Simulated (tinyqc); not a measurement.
Inputs raised by 10 %, one at a time: cluster expansion of a binary alloy: correlations, fit, cross-validation and ground states. Computed by tinyqc, a small Python program. Command: `OMP_NUM_THREADS=1 python tinyqc.py 3012619 3012620 out.jsonl clex sens`. One thread of a shared host (Intel(R) Xeon(R) Processor @ 2.30GHz), about 0.2 s of CPU time with the checks.

s = +1 for A and -1 for B. Energy per site E = J0 + J1 P(point) + sum over clusters of m V P, with P the mean product of spins; V > 0 on a pair favours unlike neighbours. Clusters per site m: pair 1 6, pair 2 3, pair 3 12, triplet 8; the triplet is the triangle of first neighbours. Formation energies are counted from the line between pure A and pure B, which removes J0 and J1.

Inputs (values chosen for the exercise, for a model alloy):
```
quantity                    value      unit
first-pair interaction V1    13.3       meV
second-pair interaction V2   -6.5       meV
third-pair interaction V3   -0.85       meV
triplet interaction Vt       -2.8       meV
noise amplitude               4.9  meV/site
temperature T                 580         K
fraction x of B              0.31         -
```

Lattice: fcc.

correlations P, counted on periodic cells:
```
                       point     pair 1     pair 2     pair 3    triplet
A                   1.000000   1.000000   1.000000   1.000000   1.000000
A3B L1_2            0.500000   0.000000   1.000000   0.000000  -0.500000
A3B D0_22           0.500000   0.000000   0.666667   0.333333  -0.500000
A3B (001) layers    0.500000   0.333333   0.666667   0.000000   0.500000
A2B (001) layers    0.333333   0.111111   0.555556  -0.333333   0.333333
AB L1_0             0.000000  -0.333333   1.000000  -0.333333   0.000000
AB L1_1             0.000000   0.000000  -1.000000   0.000000   0.000000
A2B2 (001) layers   0.000000   0.333333   0.333333  -0.333333   0.000000
AB2 (001) layers   -0.333333   0.111111   0.555556  -0.333333  -0.333333
AB3 L1_2           -0.500000   0.000000   1.000000   0.000000   0.500000
AB3 D0_22          -0.500000   0.000000   0.666667   0.333333   0.500000
AB3 (001) layers   -0.500000   0.333333   0.666667   0.000000  -0.500000
B                  -1.000000   1.000000   1.000000   1.000000  -1.000000
```

standard normal numbers for the noise (0 for the pure ends): A 0.000, A3B L1_2 0.676, A3B D0_22 -0.970, A3B (001) layers 0.746, A2B (001) layers 1.604, AB L1_0 0.721, AB L1_1 0.605, A2B2 (001) layers -0.108, AB2 (001) layers 0.987, AB3 L1_2 -0.396, AB3 D0_22 1.275, AB3 (001) layers 1.604, B 0.000

Constants: k_B = 8.617333262e-05 eV/K.

Method:
- Design matrix of formation energies: m (P - 1) for pairs and m (P(triplet) - P(point)) for the triplet; x = (1 - P(point))/2.
- Exact: X V with V = (V1, V2, V3, Vt). The data to fit add the noise amplitude times the normal numbers, standing for what the clusters leave out.
- Leave out pair 3: A = X^T X and b = X^T E (E being the data with noise) over these three columns; solve A V = b. The root-mean-square error runs over the structures between the pure ends.
- Height above the hull = E less the lowest straight line between two structures that bracket x (or the lowest structure at the same x). The three-term fit is X V with the fitted values.
- Random alloy: P(pair) = p^2, P(triplet) = p^3, p = 1 - 2x, so H_mix = (p^2 - 1) sum m V(pairs) + (p^3 - p) m Vt; G_mix = H_mix + k_B T [x ln x + (1 - x) ln(1 - x)]. To first order in 1/T the Warren-Cowley parameter of shell 1 is alpha_1 = -(1 - p^2) V_eff/(k_B T), V_eff = V1 + (number of triplets on a first-neighbour bond) p Vt, that number being 4.

Runs; columns: (1) input moved; (2) from; (3) to; (4) mixing enthalpy H_mix (meV/site); (5) alpha_1; (6) root-mean-square error of the three-cluster fit (meV/site); (7) lowest exact formation energy (meV/site):
```
(1)                                 (2)     (3)      (4)       (5)     (6)      (7)
base run                              -       -  -35.583  -0.15482  5.9271   -92.80
first-pair interaction V1 (meV)    13.3   14.63  -42.410  -0.17759  5.9271  -103.44
second-pair interaction V2 (meV)   -6.5   -7.15  -33.914  -0.15482  5.9271   -92.80
third-pair interaction V3 (meV)   -0.85  -0.935  -34.710  -0.15482  6.1939   -91.44
triplet interaction Vt (meV)       -2.8   -3.08  -34.854  -0.14754  5.9271   -94.24
noise amplitude (meV/site)          4.9    5.39  -35.583  -0.15482  6.2590   -92.80
fraction x of B                    0.31   0.341  -38.631  -0.17514  5.9271   -92.80
temperature T (K)                   580     638  -35.583  -0.14075  5.9271   -92.80
```

Exponents ln(y'/y) / ln(x'/x):
```
input                       mixing enthalpy H_mix  alpha_1  root-mean-square error of the three-cluster fit  lowest exact formation energy
first-pair interaction V1                   1.842    1.440                                            0.000                          1.139
second-pair interaction V2                 -0.504    0.000                                            0.000                          0.000
third-pair interaction V3                  -0.261    0.000                                            0.462                         -0.155
triplet interaction Vt                     -0.217   -0.506                                            0.000                          0.162
noise amplitude                             0.000    0.000                                            0.572                          0.000
fraction x of B                             0.862    1.294                                            0.000                          0.000
temperature T                               0.000   -1.000                                            0.000                          0.000
```

Among the inputs moved here: mixing enthalpy H_mix answers most in size to first-pair interaction V1 (exponent +1.842), next to fraction x of B (+0.862); its exponent is below 0.0005 for noise amplitude, temperature T. alpha_1 answers most in size to first-pair interaction V1 (exponent +1.440), next to fraction x of B (+1.294); its exponent is below 0.0005 for second-pair interaction V2, third-pair interaction V3, noise amplitude. Its exponent -1.000 in temperature T: first order in 1/T. root-mean-square error of the three-cluster fit answers most in size to noise amplitude (exponent +0.572), next to third-pair interaction V3 (+0.462); its exponent is below 0.0005 for first-pair interaction V1, second-pair interaction V2, triplet interaction Vt, fraction x of B, temperature T. lowest exact formation energy answers most in size to first-pair interaction V1 (exponent +1.139), next to triplet interaction Vt (+0.162); its exponent is below 0.0005 for second-pair interaction V2, noise amplitude, fraction x of B, temperature T.

Caution (rows base run, first-pair interaction V1, second-pair interaction V2, third-pair interaction V3, noise amplitude, fraction x of B): so large an alpha_1 is beyond the first-order expansion.

Extremes, crossings and ranges named in words are read from the listed rows.
